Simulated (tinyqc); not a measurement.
Wafer bonding and layer transfer: bond energy, gap closing, particles, bonding of dissimilar wafers and hydrogen blisters: one step, computed by the program tinyqc.

gamma is the energy per area of each of the two surfaces; plates are isotropic.

Task: Heating a pair with different expansion. M = E/(1 - nu), misfit e = (alpha_2 - alpha_1) dT. Curvature k = 6 M1 M2 t1 t2 (t1 + t2) e/[M1^2 t1^4 + M2^2 t2^4 + 2 M1 M2 t1 t2 (2 t1^2 + 3 t1 t2 + 2 t2^2)]; force per width F = k (M1 t1^3 + M2 t2^3)/(6 (t1 + t2)); at the interface s1 = F/t1 + M1 k t1/2, s2 = -F/t2 - M2 k t2/2; stored biaxial energy U = F^2 [1/(M1 t1) + 1/(M2 t2)] + k^2 (M1 t1^3 + M2 t2^3)/12; the pair can part when U > 2 gamma.

Inputs (values chosen for the exercise, with wafer 1 close to silicon):

| quantity | value | unit |
|---|---|---|
| Young's modulus E1 | 158 | GPa |
| Young's modulus E2 | 87.8 | GPa |
| Poisson ratio nu | 0.24 | - |
| thickness t1 | 300 | micrometre |
| thickness t2 | 1000 | micrometre |
| crack length L | 8.83 | mm |
| expansion mismatch alpha_2 - alpha_1 | 1.6 | 1e-6/K |
| heating dT | 275 | K |

Pair: two different wafers.

bond energy gamma = 0.3137000 J/m^2

Give: curvature; force per width; stress in wafer 1 at the interface; stress in wafer 2 at the interface; stored energy U; largest dT for this gamma.

Result:

curvature = 0.4258 1/m

force per width = 6.612 kN/m

stress in wafer 1 at the interface = 35.32 MPa

stress in wafer 2 at the interface = -31.21 MPa

stored energy U = 2.909 J/m^2

largest dT for this gamma = 127.7 K

U exceeds 2 gamma: the pair can debond; the bond strengthens on heating, so slow ramps or thinning one wafer first help. Caution: the crack is short against the thickness, so root rotation and shear add to the beam formula.
